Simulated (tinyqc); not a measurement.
Fermi-Dirac statistics of conduction electrons: one step. Fermi level in the non-parabolic band. Two cases, with inputs chosen for the exercise.

Task: Solve for eta at the same n.

Non-parabolic band E (1 + alpha E) = c k^2/m: n = Nc (2/sqrt(pi)) integral_0^infinity sqrt(x (1 + a x)) (1 + 2 a x) dx/(1 + exp(x - eta)) with a = alpha kT and eta = (EF - Ec)/kT; a = 0 gives n = Nc F_1/2(eta).

Give: a; eta; EF - Ec.

Case 1.

Values chosen (out of a larger set: near those of Ge, lowest valleys alone; not measured data): alpha = 0.63 1/eV (non-parabolicity).

u = n/Nc = 14.08618
kT = 0.01723467 eV

Result:

a = 0.01086
eta = 6.412
EF - Ec = 110.51 meV

The extra states lower EF by 8.94 meV against the parabolic band. In Ge the Gamma and Delta valleys, 0.14 and 0.18 eV up, would start to fill at this EF.

Case 2.

Values chosen (out of a larger set: near those of Si, lowest valleys alone; not measured data): alpha = 0.47 1/eV (non-parabolicity).

u = n/Nc = 0.5904089
kT = 0.02585200 eV

Result:

a = 0.01215
eta = -0.379
EF - Ec = -9.80 meV

The extra states lower EF by 1.53 meV against the parabolic band.

Computed by tinyqc, one run a case: `OMP_NUM_THREADS=1 python tinyqc.py N N+1 out.jsonl` with N = 1680317, 1680579; one thread of a shared Intel(R) Xeon(R) Processor @ 2.30GHz, about 0.01 s a run at most.
